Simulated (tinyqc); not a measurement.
Equilibrium and kinetic segregation of a solute to boundaries and growing surfaces: one step, computed by the program tinyqc.

Problem. How fast the boundary fills. McLean kinetics from a uniform start, fed from both sides, with a constant enrichment beta = theta_inf/x0: (theta - x0)/(theta_inf - x0) = 1 - exp(s^2) erfc(s), s = 2 sqrt(D t)/(beta delta); half filling at s = 0.7691, t = (0.7691 beta delta/2)^2/D. D is an input and does not follow T.

Inputs (values chosen for the exercise, for a model alloy): total solute fraction x0 = 0.0019; temperature T = 1000 K; boundary thickness delta = 0.34 nm; bulk diffusivity D = 4.7e-20 m^2/s; anneal time t = 1 s.

coverage theta_inf = 0.9464511

Give: s; degree of filling; time to half filling; diffusion length sqrt(D t).

Solution.

s = 0.0025601

degree of filling = 0.0028822

time to half filling = 90252 s

diffusion length sqrt(D t) = 0.21679 nm
